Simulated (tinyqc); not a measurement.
# Changing the anneal time t

Model: interdiffusion of a quantum well during annealing: blurred potential and shift of the confined levels. Computed by tinyqc, a small Python program. Command: `OMP_NUM_THREADS=1 python tinyqc.py 3017320 3017321 out.jsonl qwi sweep`. One thread of a shared host (Intel(R) Xeon(R) Processor @ 2.30GHz), about 0.08 s of CPU time with the checks.

A square well of width w is blurred by Fick diffusion with a constant coefficient; band offsets are linear in composition, masses are uniform, and strain and excitons are ignored.

Inputs (values chosen for the exercise, modelled on GaAs in AlGaAs):
```
quantity                value    unit
well width w              5.2      nm
electron mass m_e      0.0639     m_0
hole mass m_h            0.37     m_0
conduction offset V_c    0.26      eV
valence offset V_v       0.13      eV
prefactor D0             0.13  cm^2/s
activation energy E      3.78      eV
anneal temperature T      900       C
```

Constants: k_B = 8.617333262e-05 eV/K; hbar^2/(2 m_0) = 3.80998212 eV angstrom^2.

Method:
- D = D0 exp(-E/(k_B T)); L = sqrt(D t); share of well material at the centre erf(w/(4L)); 1 nm = 1e-7 cm.
- Temperatures in kelvin are T(C) + 273.15.
- With L = sqrt(D t) and the share at the centre erf(w/(4L)). After the anneal: V(z) = V {1 - (1/2)[erf((w/2 - z)/(2L)) + erf((w/2 + z)/(2L))]}, energies counted from the original well bottom. Finite differences on 3000 points over |z| < w/2 + 6L + 25 nm; shifts are taken against the same grid with cell-averaged square steps.
- Rise of the bottom = V (1 - share at the centre). Overlap = |<electron|hole>|^2.

One run for each value; columns: (1) anneal time t (s); (2) blue shift of the transition (meV); (3) diffusion length L (nm); (4) rise of the gap at the centre (meV); (5) overlap:
```
(1)        (2)     (3)         (4)     (5)
18       0.824  0.1162           0  0.9608
43       1.919  0.1796           0  0.9600
100      4.301  0.2739  7.8000e-09  0.9584
240      9.818  0.4244  5.7593e-03  0.9552
550     21.104  0.6424  1.6433e+00  0.9507
1300    44.589  0.9877  2.4449e+01  0.9466
3000    81.771  1.5004  8.5979e+01  0.9465
7100   127.684  2.3082  1.6604e+02  0.9494
16000  168.327  3.4651  2.3233e+02  0.9527
```

Over the rows, blue shift of the transition (meV) rises from 0.824 to 168 (exponent d ln y / d ln x 0.97 between the first rows and 0.34 between the last); diffusion length L (nm) rises from 0.116 to 3.47 (exponent d ln y / d ln x about 0.50 throughout); rise of the gap at the centre (meV) rises from 0 to 232, flat over part of the range. At the low end the exponent of blue shift of the transition is 0.97, close to 1: first order in L^2 = D t.
